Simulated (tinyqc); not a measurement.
Inside a calculation. Method: Pariser-Parr-Pople SCF with singles CI, for the molecule C=Cc1cccc(Cl)c1 (SMILES; centres numbered as the heavy atoms are written). One step of it, computed by the program tinyqc.

Task: Singles CI, singlets. Over the 6 single excitations with the smallest orbital gaps: A = (e_a - e_i) delta + 2 (ia|jb) - (ij|ab), with (pq|rs) = sum c_mp c_mq gamma_mn c_nr c_ns. f = 2/3 w |mu|^2 in atomic units, mu = sqrt2 sum c_ia sum_m c_mi c_ma R_m.

orbital energies (eV): -14.177076  -13.094400  -11.389053  -10.050963  -9.343757  -1.726930  -0.760648  0.436857  2.463712

coefficients:
```
          MO1        MO2        MO3        MO4        MO5        MO6        MO7        MO8
1C   0.055010  -0.176290   0.403022  -0.103110   0.542058   0.559705  -0.011870  -0.405868
2C   0.122549  -0.313944   0.498204  -0.077999   0.362722  -0.382873   0.021215   0.521986
3C   0.247160  -0.465563   0.279177   0.044141  -0.376236  -0.375575  -0.010495  -0.343419
4C   0.184364  -0.380213  -0.093454  -0.437958  -0.354962   0.301584  -0.497057   0.024235
5C   0.192386  -0.277032  -0.411134  -0.452101   0.109648   0.149104   0.514645   0.311572
6C   0.261435  -0.161387  -0.478449   0.018648   0.431315  -0.404831  -0.025877  -0.470679
7C   0.424246  -0.039756  -0.233780   0.463822   0.205042   0.153870  -0.489845   0.349048
8Cl  0.721305   0.581339   0.221917  -0.258514  -0.094262  -0.032808   0.095527  -0.061526
9C   0.285045  -0.258305   0.029098   0.550296  -0.240979   0.311861   0.487473  -0.006403

           MO9
1C    0.144466
2C   -0.284693
3C    0.491547
4C   -0.395353
5C    0.341500
6C   -0.322824
7C    0.348063
8Cl  -0.053065
9C   -0.394152
```

repulsion gamma_rs (eV):
```
            1C         2C         3C         4C         5C         6C         7C        8Cl
1C   11.130000   5.344336   3.872127   2.881175   2.343978   2.270836   2.621313   2.307460
2C    5.344336  11.130000   5.345907   3.872720   2.881514   2.621352   2.881460   2.383025
3C    3.872127   5.345907  11.130000   5.346131   3.872720   3.517773   3.872631   2.940498
4C    2.881175   3.872720   5.346131  11.130000   5.345907   3.872631   3.517882   2.670181
5C    2.343978   2.881514   3.872720   5.345907  11.130000   5.346032   3.872834   2.940626
6C    2.270836   2.621352   3.517773   3.872631   5.346032  11.130000   5.346131   3.980164
7C    2.621313   2.881460   3.872631   3.517882   3.872834   5.346131  11.130000   5.552726
8Cl   2.307460   2.383025   2.940498   2.670181   2.940626   3.980164   5.552726  13.000000
9C    3.517702   3.872631   5.346032   3.872834   3.517967   3.872720   5.345907   3.979949

            9C
1C    3.517702
2C    3.872631
3C    5.346032
4C    3.872834
5C    3.517967
6C    3.872720
7C    5.345907
8Cl   3.979949
9C   11.130000
```

Centres (angstrom, eV; a flat drawing with bonds scaled to 1.40 angstrom):
```
centre          x          y  core charge z          W   gamma_rr
1C       2.878000  -1.051000              1  11.160000  11.130000
2C       2.281000   0.216000              1  11.160000  11.130000
3C       0.886000   0.332000              1  11.160000  11.130000
4C       0.289000   1.598000              1  11.160000  11.130000
5C      -1.106000   1.714000              1  11.160000  11.130000
6C      -1.904000   0.564000              1  11.160000  11.130000
7C      -1.307000  -0.702000              1  11.160000  11.130000
8Cl     -2.105000  -1.852000              2  26.000000  13.000000
9C       0.088000  -0.818000              1  11.160000  11.130000
```

Give: singlet CI matrix; singlet excitation energies; oscillator strengths.

Result:

singlet CI matrix (eV):
```
         5>6      4>6      5>7      4>7      3>6      5>8
5>6   4.9279   0.0514  -0.1413   0.1701   0.0476  -0.0535
4>6   0.0514   5.1602  -0.6431   0.0566   0.0038  -0.0409
5>7  -0.1413  -0.6431   5.3938   0.0145  -0.2074   0.0605
4>7   0.1701   0.0566   0.0145   6.3656  -0.2600   0.2795
3>6   0.0476   0.0038  -0.2074  -0.2600   6.7538  -0.3640
5>8  -0.0535  -0.0409   0.0605   0.2795  -0.3640   6.8236
```

singlet excitation energies (eV): 4.6046  4.8959  5.8926  6.2666  6.4375  7.3276

oscillator strengths: 0.0170  0.7275  0.4848  0.6594  0.0616  0.4466
